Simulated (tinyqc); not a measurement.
Random alloy fluctuations: inter-valley coupling by envelope functions against a chain of atomic planes.

Chain: E(phi) = e0 + 2 v cos(phi) + 2 u cos(2 phi), cos(phi0) = -v/(4u), e0 = 2u + v^2/(4u); plane j = 0, 1, ... has the potential V_j = dE x_j + F (j - 30) a/4 (1 MV/m = 1e-4 V/angstrom). There are 30 barrier planes a side; with y = j - 29.5, x_j = xb (f(y) + f(Nw - y)), f(y) = 1/(1 + exp(y/L)), plus any Ge added in the well. The valley splitting is the spacing of the two lowest levels. Envelope theory: F_j solves a one-valley chain with hopping -b and diagonal 2b + V_j, b = 4u sin^2(phi0), sum F_j^2 = 1; the valleys couple by Dv = sum_j F_j^2 V_j exp(-2 i phi0 j) and split by 2|Dv|.

Inputs chosen for the exercise (near those of the Delta valleys of silicon in a SiGe well; not measured data):
- a = 5.431 angstrom (lattice constant; planes lie a/4 apart)
- u = 0.588 eV (second-neighbour hopping)
- v = 0.68 eV (nearest hopping)
- Nw = 53 (planes in the well)
- L = 1.5 planes (interface width)
- xb = 0.23 (Ge fraction of the barriers)
- dE = 0.62 eV (offset per unit Ge fraction)
- F = 5 MV/m (field)
- x0 = 7482 (start of the number sequence)
- na = 20000 (atoms a plane under the dot)

A uniform fraction x is added on all planes. Each plane j then fluctuates by q sqrt(x_j (1 - x_j)/na) in Ge fraction, q = sqrt12 (z/2147483647 - 1/2) with z(new) = 16807 z mod 2147483647 from x0, restarted for each row; 24 samples. Theory: Dv is a complex Gaussian with sigma^2 = dE^2 sum F_j^4 x_j (1 - x_j)/na, and the mean splitting is sqrt(pi) sigma if the smooth part is negligible.

Splitting (micro-eV):

| x | sigma | sqrt(pi) sigma | mean of 24 | least | largest |
|---|---|---|---|---|---|
| 0.00 | 19.2 | 34.0 | 34.0 | 6.5 | 77.4 |
| 0.01 | 77.0 | 136.5 | 156.4 | 52.4 | 358.9 |
| 0.02 | 106.7 | 189.1 | 217.8 | 73.8 | 491.6 |
| 0.05 | 164.5 | 291.5 | 337.2 | 116.7 | 749.8 |
| 0.10 | 225.6 | 399.9 | 463.4 | 162.1 | 1023.3 |

How do the results move, and what explains it?

Without added Ge the disorder sits in the barriers, where the state is small: mean 34.0 micro-eV, against 0.090 for the smooth well. With 5 % Ge in the well the mean is 337, theory 292, with a statistical error of about 11 % for 24 samples; the miss is +16 %, and since every row reuses one sequence the rows with added Ge miss alike. The spread grows with the mean: at 5 % the samples run from 117 to 750, so small splittings remain possible. sigma falls as 1/sqrt(na) for larger dots. A chain with one orbital a plane has no Bloch-function factor, which scales all these couplings down in fuller models.

Run: tinyqc, `OMP_NUM_THREADS=1 python tinyqc.py 1450907 1450908 out.jsonl`; Intel(R) Xeon(R) Processor @ 2.30GHz, one thread, shared host; about 0.05 s of CPU time with all checks.
